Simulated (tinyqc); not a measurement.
A chain with uneven site energies and dephasing by Buettiker voltage probes: one step of the calculation.

Sites 1 to 4 form a chain with hopping -t. Lead L joins site 1 and lead R site 4, both semi-infinite chains with hopping -t and site energy 0. Every site carries a probe with self-energy -i Gamma_p/2 that draws no net current. Linear response at zero temperature: mu_L = 1, mu_R = 0 in units of the bias.

Question. Probe potentials and effective transmission. No current into probe p: W mu = T_pL with W_pp = T_pL + T_pR + sum_q T_pq and W_pq = -T_pq. Then T_eff = T_RL + sum_p T_pR mu_p, and the resistance is (h/2q^2)/T_eff.

Constants: q = 1.602176634e-19 C, h = 6.62607015e-34 J s. Results are converted to the units shown.

T_RL = 0.33486622

```
probe	T_pL	T_pR
1	0.23829505	0.05249823
2	0.05544823	0.10932324
3	0.11025246	0.11206115
4	0.05249823	0.25444353
```

T_pq:
```
	1	2	3	4
1	0.000000000	0.008692826	0.017284690	0.008230344
2	0.008692826	0.000000000	0.035993944	0.017139013
3	0.017284690	0.035993944	0.000000000	0.017568246
4	0.008230344	0.017139013	0.017568246	0.000000000
```

Find: W; mu_p; T_eff; resistance.

Answer.

W:
```
	1	2	3	4
1	0.3250	-0.0087	-0.0173	-0.0082
2	-0.0087	0.2266	-0.0360	-0.0171
3	-0.0173	-0.0360	0.2932	-0.0176
4	-0.0082	-0.0171	-0.0176	0.3499
```

mu_p, probe 1 to 4: 0.7738  0.3664  0.4793  0.2103
T_eff = 0.5228
resistance = 24.69 kohm

Computed by the program tinyqc: `OMP_NUM_THREADS=1 python tinyqc.py 2700123 2700124 out.jsonl`, one thread of a shared Intel Xeon 2.30GHz, about 0.01 s for the whole run.
